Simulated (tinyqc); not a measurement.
From results back to parameters: five-level k.p model folded onto the conduction band. Two cases, with inputs chosen for the exercise.

Problem. The levels are known; the mass and the g factor at E = Eg are given. Find Ep and Ep2.

Second-order sums for the lowest conduction level at E: 1/m = 1 + Cm + (Ep/3)(2/E + 1/(E + Dso)) - (Ep2/3)(2/(E7 + D2 - E) + 1/(E7 - E)); g/2 = 1 + Cg - (Ep/3)(1/E - 1/(E + Dso)) - (Ep2/3)(1/(E7 - E) - 1/(E7 + D2 - E)). E is counted from the top of the valence band; E = Eg at the edge.

Case 1.

Values chosen (near those of CdTe; shifted at random, so the results belong to these values and not to a real crystal): Eg = 1.55 eV (gap at Gamma to the s-like level); Dso = 0.959 eV (spin-orbit splitting); E7 = 5.32 eV (upper Gamma7 conduction level, from the valence top); D2 = 0.33 eV (its spin-orbit splitting, Gamma8 above Gamma7); Cm = -0.6 (remote term in 1/m); Cg = -0.02 (remote term in g/2).

m = 0.09621457 m0
g = -1.203403

Case 2.

Values chosen (near those of CdTe; shifted at random, so the results belong to these values and not to a real crystal): Eg = 1.608 eV (gap at Gamma to the s-like level); Dso = 0.934 eV (spin-orbit splitting); E7 = 5.23 eV (upper Gamma7 conduction level, from the valence top); D2 = 0.33 eV (its spin-orbit splitting, Gamma8 above Gamma7); Cm = -0.5 (remote term in 1/m); Cg = 0 (remote term in g/2).

m = 0.09870253 m0
g = -0.882440

Find: coefficients of (Ep, Ep2); right-hand sides 1/m - 1 - Cm and 1 + Cg - g/2; Ep, Ep2.

Solution. Both sums are linear in Ep and Ep2, so two equations fix them.

Case 1.

coefficients of (Ep, Ep2) (1/eV):
```
         1         2
1  0.56296  -0.25102
2  0.08220   0.00712
```

right-hand sides 1/m - 1 - Cm and 1 + Cg - g/2: 9.9934  1.5817

Ep, Ep2 (eV): 19.00  2.80

Case 2.

coefficients of (Ep, Ep2) (1/eV):
```
         1         2
1  0.54572  -0.26072
2  0.07617   0.00768
```

right-hand sides 1/m - 1 - Cm and 1 + Cg - g/2: 9.6315  1.4412

Ep, Ep2 (eV): 18.70  2.20

Computed by tinyqc, one run a case: `OMP_NUM_THREADS=1 python tinyqc.py N N+1 out.jsonl` with N = 1081464, 1081478; one thread of a shared Intel(R) Xeon(R) Processor @ 2.30GHz, about 0.01 s a run at most.
